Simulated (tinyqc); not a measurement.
## Area and perimeter leakage from two diodes

Inverse problem. A square diode and a finger diode leak I = JA area + JP perimeter. Find JA, JP and the side of the square at which both parts are equal.

areas (um^2): [10000, 140000]
perimeters (um): [400, 56700]
leakage currents (pA): [0.167, 21.245000]

Solution. Two linear equations give JA and JP; for a square of side a, JA a^2 = 4 JP a at a = 4 JP/JA.

JA = 1.90e-10 A/cm^2
JP = 3.70e-12 A/cm
side for equal parts = 779 um

Computed by the program tinyqc: `OMP_NUM_THREADS=1 python tinyqc.py 2290165 2290166 out.jsonl`, one thread of a shared Intel Xeon 2.30GHz, about 0.01 s for the whole run.
